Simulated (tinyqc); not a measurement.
Heterojunction of two tight-binding chains, step by step. Values are carried at full precision from step to step, so a last printed digit may differ when a step is redone from the rounded ones.

Left chain: hopping -t1, sites at 2 t1 (band bottom 0). Right chain: hopping -t2, sites at dE + 2 t2 (bottom dE). t = c/(m a^2), c = hbar^2/2m0. The bond across the interface is -tc with tc = f sqrt(t1 t2), and the last left site has the extra energy U. In a chain E = bottom + 2t (1 - cos(ka)); the surface Green function of a half chain is g = -exp(ika)/t, with Im k > 0 where cos(ka) > 1.

Constants: hbar^2/2m0 = 3.80998211 eV angstrom^2.

Inputs chosen for the exercise (masses and offset of the size met at InGaAs / InP; the results hold for these values, not for the real material):
- a = 2.8 angstrom (site spacing)
- m1 = 0.042 m0 (mass on the left)
- m2 = 0.083 m0 (mass on the right)
- f = 1 (factor on the interface hopping)
- dE = 0.22 eV (band offset)
- E = 0.243 eV (electron energy)
- U = 0 eV (extra energy on the last left site)

## Hoppings

Form t1, t2 and tc.

t1 = 11.5706 eV
t2 = 5.8550 eV
tc = 8.2308 eV

## Wave numbers and velocities

The left chain has hopping t1 and band bottom 0, the right one t2 and dE. cos(ka) = 1 - (E - bottom)/(2t); dE/dk = 2 t a sin(ka).

ka (rad): left 0.14505, right 0.06269

dE/dk (eV angstrom): left 9.3654, right 2.0540

## Self-energies on the last left site

Hoppings t1 (left), t2 (right), tc (interface); g is the surface Green function of a half chain. The rest of the left chain gives S1 = t1^2 g1 = -t1 exp(i k1 a); the right chain gives S2 = tc^2 g2 = -(tc^2/t2) exp(i k2 a).

S1 = -11.44915-1.67239i eV
S2 = -11.54792-0.72484i eV

## Transmission

The last site of the left chain has energy 2 t1 + U, and S1, S2 are the self-energies of the two half chains on it. G = 1/(E - 2 t1 - U - S1 - S2); T = 4 Im(S1) Im(S2) |G|^2.

G = 0.0172-0.4164i 1/eV
T = 0.8423

A fraction 0.1577 is reflected although the electron lies above the step.

## Checks

- T from the Green function against 1 - |r|^2 from matching plane waves: both 0.842333.

Computed by tinyqc, a small Python program: `OMP_NUM_THREADS=1 python tinyqc.py 1480714 1480715 out.jsonl` (the numbers bound the seed that draws the inputs); one thread of a shared host (Intel(R) Xeon(R) Processor @ 2.30GHz), about 0.01 s for the whole set of steps.
